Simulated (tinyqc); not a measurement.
The integration grid: Kohn-Sham PBE on finer and finer grids in the 3-21g basis, for H3, spin multiplicity 2. Computed by the program tinyqc with PySCF. Command: `OMP_NUM_THREADS=1 python tinyqc.py 113478 113479 out.jsonl`; one thread of a shared host (Intel(R) Xeon(R) Processor @ 2.60GHz), about 5 s.

Geometry (angstrom):

| atom | x | y | z |
|---|---|---|---|
| H | 0.0000 | 0.0000 | 0.0000 |
| H | 0.0000 | 0.0000 | 0.9360 |
| H | 0.0000 | 0.0000 | -0.9360 |

Self-consistent on each grid; the net force on the molecule should vanish.

Kohn-Sham energy on Becke grids (radial x angular points per atom):

| grid | points | residual of the electron count | E (hartree) | E - finest (mhartree) | largest net force without grid terms (hartree/bohr) |
|---|---|---|---|---|---|
| 10 x 14 | 408 | 1.54e-02 | -1.652813 | -5.947157 | 1.49e-16 |
| 15 x 26 | 1150 | -3.09e-03 | -1.648721 | -1.855008 | 5.20e-17 |
| 20 x 50 | 2972 | 1.65e-04 | -1.646904 | -0.037953 | 1.63e-16 |
| 30 x 86 | 7696 | 2.91e-05 | -1.646875 | -0.008460 | 2.32e-16 |
| 50 x 194 | 29028 | 1.41e-07 | -1.646866 | -0.000069 | 2.46e-16 |
| 75 x 302 | 67842 | 4.37e-11 | -1.646866 | 0.000000 | 4.60e-17 |
| 120 x 590 | 211924 | 1.84e-11 | -1.646866 | 0.000000 | 6.15e-17 |

The energy is within 0.1 mhartree of the finest grid first at 20 x 50. The error has one sign here, though quadrature is not variational. The net force vanishes by symmetry here, so only the electron count signals a poor grid.
